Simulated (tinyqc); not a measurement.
Reaction control against transport control: chemical vapour deposition: Grove model, boundary layer, depletion and step coverage. Computed by tinyqc, a small Python program. Command: `OMP_NUM_THREADS=1 python tinyqc.py 3030353 3030354 out.jsonl cvd walk`. One thread of a shared host (Intel(R) Xeon(R) Processor @ 2.30GHz), about 0.01 s of CPU time with the checks.

A precursor diffuses to the surface and reacts there at first order; each molecule that reacts adds one formula unit of film.

Inputs (values chosen for the exercise, close to those used for silicon dioxide from an alkoxysilane): prefactor k0 of k_s = 1.3e+10 cm/s; activation energy E = 1.86 eV; temperature T = 760 C; total pressure p = 760 torr; mole fraction of the precursor Y = 0.015; gas diffusivity D0 at 273.15 K and 760 torr = 0.28 cm^2/s; film density N = 2.2e+22 formula units/cm^3; gas velocity U = 40 cm/s; kinematic viscosity nu0 at 273.15 K and 760 torr = 0.17 cm^2/s; susceptor length L = 20 cm; channel height b = 9.3 cm.

Reactor: horizontal, atmospheric.

Constants: k_B = 8.617333262e-05 eV/K; k_B = 1.380649e-23 J/K.

Method:
- k_s = k0 exp(-E/(k_B T)); C_g = Y p/(k_B T), 1 torr = 133.322 Pa; D = D0 (T/273.15)^1.75 (760/p).
- nu = nu0 (T/273.15)^1.75 (760/p); Re = U L/nu; mean boundary layer delta = (2/3) L/sqrt(Re), at most b/2; h_g = D/delta.
- Fluxes in series: C_s = C_g/(1 + k_s/h_g); growth rate G = k_s h_g/(k_s + h_g) C_g/N; 1 cm/s = 6e8 nm/min.
- Temperatures in kelvin are T(C) + 273.15.

Rates:
```
T (C)  k_s (cm/s)  h_g (cm/s)  G (nm/min)  reaction limit (nm/min)  transport limit (nm/min)
560    7.2893e-02      3.8223         258               2.6267e+02                     13774
610    3.1599e-01      4.0222         996               1.0742e+03                     13674
660    1.1706e+00      4.2208        2949               3.7663e+03                     13580
710    3.7957e+00      4.4181        6235               1.1591e+04                     13492
760    1.0983e+01      4.6140        9442               3.1917e+04                     13408
810    2.8812e+01      4.8089       11423               7.9860e+04                     13329
860    6.9413e+01      5.0025       12363               1.8391e+05                     13254
910    1.5525e+02      5.1952       12756               3.9396e+05                     13183
960    3.2530e+02      5.3868       12901               7.9199e+05                     13115
```

What does the comparison show, and why?

The apparent activation energy of G is 1.71 eV between the first rows and 0.03 eV between the last, against E = 1.86 eV. k_s passes h_g between 710 and 760 C, where control shifts from the surface to the gas. In the reaction limit the slope is E - k_B T, because C_g falls as 1/T; any further lowering comes from transport.

Extremes, crossings and ranges named in words are read from the listed rows.
